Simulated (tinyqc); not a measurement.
Gated graphene, quantum capacitance: effect of the temperature.

phi is the Fermi level above the Dirac point, in volts; Vg is counted from the gate voltage of charge neutrality. Ideal linear bands, no charge puddles.

N0 = (2/pi)(kB T/(hbar vF))^2; n = N0 F1(phi/Vt), p = N0 F1(-phi/Vt), F1(e) = int_0^infinity u du/(1 + exp(u - e)) = -Li2(-exp(e)); Cq = q d(n - p)/dphi = (q N0/Vt) ln[2 (1 + cosh(phi/Vt))]. Cox = eps0 eox/tox; Vg = phi + q (n - p + Dit phi)/Cox. 1/C_G = 1/Cox + 1/(Cq + q Dit); dphi/dVg = Cox/(Cox + Cq + q Dit).

Parameters, values chosen for the exercise; values close to those of graphene: relative permittivity of the gate insulator (close to silicon dioxide) eox = 3.9; insulator thickness tox = 5.6 nm; Fermi velocity vF = 9.84e5 m/s; density of traps Dit = 0 cm^-2 eV^-1; gate voltage Vg = -0.83 V.

Constants: q = 1.602176634e-19 C, kB = 1.380649e-23 J/K, hbar = 1.054571817e-34 J s, Vt = kB T/q, eps0 = 8.8541878128e-14 F/cm where lengths are in cm. Results are converted to the units shown.

The same in every row: Cox (uF/cm^2) = 0.6166.

Effect of the temperature:

| T (K) | phi (V) | n - p (cm^-2) | Cq (uF/cm^2) | C_G (uF/cm^2) | dphi/dVg | n + p (cm^-2) |
|---|---|---|---|---|---|---|
| 50 | -0.1812 | -2.497e12 | 4.407 | 0.5409 | 0.1228 | 2.497e12 |
| 77 | -0.1810 | -2.498e12 | 4.402 | 0.5409 | 0.1229 | 2.498e12 |
| 120 | -0.1805 | -2.500e12 | 4.389 | 0.5407 | 0.1232 | 2.500e12 |
| 200 | -0.1790 | -2.505e12 | 4.352 | 0.5401 | 0.1241 | 2.506e12 |
| 300 | -0.1760 | -2.517e12 | 4.281 | 0.5390 | 0.1259 | 2.517e12 |
| 400 | -0.1718 | -2.533e12 | 4.188 | 0.5375 | 0.1283 | 2.536e12 |
| 500 | -0.1664 | -2.554e12 | 4.091 | 0.5359 | 0.1310 | 2.566e12 |

What does the table show?

As T goes from 50 to 500, Cq falls from 4.41 to 4.09 uF/cm^2, C_G/Cox falls from 0.877 to 0.869 and n - p falls from -2.50e12 to -2.55e12 cm^-2. Cq exceeds Cox in every row, so the insulator is the tighter limit, though Cq still cuts C_G by up to 13 %.

Program tinyqc, `OMP_NUM_THREADS=1 python tinyqc.py 2200140 2200141 out.jsonl`; Intel Xeon 2.30GHz, shared host, one thread, about 0.01 s.
